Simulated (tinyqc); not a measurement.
Donors on two lattice sites with valley-orbit split states, step by step. Values are carried at full precision from step to step, so a last printed digit may differ when a step is redone from the rounded ones.

Each donor binds at most one electron, in any of its states. For a site s, W_s = sum over its states of g exp(E/kT), and the ionised share is 1/(1 + W_s exp(eta)), eta = (EF - Ec)/kT; n = Nc F_1/2(eta); neutrality n + NA = ND x (mean ionised share, the two sites in equal numbers); holes are neglected. Nc from N = 2 (m kB T/(4 pi c))^(3/2) with c = hbar^2/2m0, in 1/angstrom^3; times 1e24 for 1/cm^3, m = md. F_j(eta) = (1/Gamma(j + 1)) integral_0^infinity x^j dx/(1 + exp(x - eta)), which tends to exp(eta) for eta << 0.

Constants: hbar^2/2m0 = 3.80998211 eV angstrom^2; kB = 8.617333262e-05 eV/K.

Values chosen for the exercise (near those of nitrogen in 4H-SiC; not measured data): md = 0.806 m0 (density-of-states mass of the conduction band); E = (58.6, 50.6, 122.1, 73.8) meV (binding energies of h ground, h excited, k ground, k excited); g = (2, 4, 2, 4) (their degeneracies with spin); T = 300 K; ND = 1.2e+16 1/cm^3 (donors, half on each site); NA = 0 1/cm^3 (compensating acceptors, all ionised); mu0 = 41 cm^2/(V s) (mobility at heavy doping); mu1 = 960 cm^2/(V s) (mobility at light doping and 300 K); Nr = 1.7e+17 1/cm^3 (reference doping); de = 0.61 (doping exponent); ga = 2.4 (temperature exponent).

## Partition sums of the neutral donor

Give each term g exp(E/kT), W_s, and the effective degeneracy W_s exp(-E_ground/kT).

Nc = 1.8158e+19 1/cm^3

terms: h ground 19.30, h excited 28.32, k ground 225.0, k excited 69.48

W_s: h 47.617, k 294.50

effective degeneracy: h 4.935, k 2.618

The ground state alone would give 2 and all states together 6 on each site; here the excited states hold 59 % and 24 % of the bound electrons on the h and k sites.

## Neutrality

Solve for eta.

eta = -7.415
n = 1.09e+16 1/cm^3

ionised share: h 0.972, k 0.849

n is 0.911 of ND - NA. The deeper k site is ionised 0.87 times as much as the h site.

## Mobility and resistivity

Mobility (Caughey-Thomas form): mu = mu0 + (mu1 (T/300)^(-ga) - mu0)/(1 + ((ND + NA)/Nr)^de); rho = 1/(e n mu), e = 1.602176634e-19 C.

Compare with full ionisation, n = ND - NA.

mu = 807.8 cm^2/(V s)
rho = 0.707 ohm cm
rho at full ionisation = 0.644 ohm cm

Incomplete ionisation raises rho by a factor 1.1.

## Checks

- n + NA against ND times the mean ionised share (1/cm^3): both 1.093e+16.

Run: tinyqc, `OMP_NUM_THREADS=1 python tinyqc.py 1651955 1651956 out.jsonl`; Intel(R) Xeon(R) Processor @ 2.30GHz, one thread, shared host; about 0.01 s of CPU time with all checks.
